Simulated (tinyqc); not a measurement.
Temperatures in a stack of 4 dies with leakage feedback: one step of the calculation.

One-dimensional heat flow to a sink below die 0. The power of each die is released in a plane at its top; from the plane of die j > 0 heat crosses its silicon (ts), a bond layer and the wiring of die j - 1; from die 0 it crosses t0, paste and sink. Copper shares the path through bond and wiring in parallel: k_eff = fm km + (1 - fm) k. Silicon is taken at the temperature of the plane above it. Leakage is P_l exp((T - 350 K)/Tl).

Problem. Resistances per area at 300 K. R = thickness/conductivity for each layer.

Values chosen for this exercise; conductivities of the order met in silicon, wiring layers, bonds and pastes:
- k0 = 144 W/(m K) (conductivity of silicon at 300 K)
- ts = 20 um (thickness of a thinned die)
- t0 = 300 um (thickness of the die next to the sink)
- tb = 11 um (thickness of the wiring layers)
- kb = 2.5 W/(m K) (conductivity of the wiring layers)
- tg = 2 um (thickness of a bond layer)
- kg = 0.6 W/(m K) (conductivity of the bond dielectric)
- fm = 0 (area share of copper through bond and wiring)
- km = 390 W/(m K) (conductivity of copper)
- Rt = 0.12 K cm^2/W (paste and lid)
- Rs = 0.16 K cm^2/W (heat sink)

Give: thick die; thinned die; k_eff of the bond; k_eff of the wiring; bond plus wiring; paste plus sink.

Solution.

thick die = 0.020833 K cm^2/W
thinned die = 0.0013889 K cm^2/W
k_eff of the bond = 0.60000 W/(m K)
k_eff of the wiring = 2.5000 W/(m K)
bond plus wiring = 0.077333 K cm^2/W
paste plus sink = 0.28000 K cm^2/W

Computed by the program tinyqc: `OMP_NUM_THREADS=1 python tinyqc.py 2162005 2162006 out.jsonl`, one thread of a shared Intel Xeon 2.30GHz, about 0.03 s for the whole run.
